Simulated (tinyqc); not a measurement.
Inside a calculation. Model: ellipsometry and reflectance of a transparent film on an absorbing substrate.

Computed by the program tinyqc: `OMP_NUM_THREADS=1 python tinyqc.py 2870104 2870105 out.jsonl`, one thread of a shared Intel Xeon 2.30GHz, about 0.01 s for the whole run. Printed values are rounded.

Air (index 1), film, substrate with N2 = n2 - i k2; time factor exp(+i w t). q_j = sqrt(N_j^2 - sin^2 th), root with positive real part. Fresnel coefficients r_s = (q_a - q_b)/(q_a + q_b), r_p = (N_b^2 q_a - N_a^2 q_b)/(N_b^2 q_a + N_a^2 q_b). tan(Psi) exp(i Delta) = R_p/R_s, Delta taken from 0 to 360 degrees.

Values chosen for this exercise; indices close to those of silicon dioxide on silicon:
- lam = 546.1 nm (wavelength)
- th = 70 degrees (angle of incidence)
- n1 = 1.464 (index of the transparent film)
- d = 140 nm (film thickness)
- n2 = 4.086 (index of the substrate)
- k2 = 0.031 (extinction coefficient of the substrate)

## Interface coefficients and thickness period

q0, q1, q2 and the coefficients r01 and r12 for p and s; the results repeat in d with the period lam/(2 q1).

q0 = 0.342020
q1 = 1.12262
q2 = 3.97648-0.03185i
r01,p = -0.209934
r01,s = -0.532963
r12,p = 0.374842-0.003078i
r12,s = -0.559697+0.002751i
period = 243.226 nm

## Psi, Delta and reflectances

beta = 2 pi d q1/lam, X = exp(-2 i beta), R = (r01 + r12 X)/(1 + r01 r12 X) for p and s.

beta = 1.80829 rad
X = -0.889298+0.457328i
R_p = -0.511540+0.145332i
R_s = -0.111508-0.330508i
Psi = 56.7380 degrees
Delta = 272.783 degrees
|R_p|^2 = 0.282794
|R_s|^2 = 0.121670

The bare substrate gives Psi = 12.01 and Delta = 178.97 degrees.
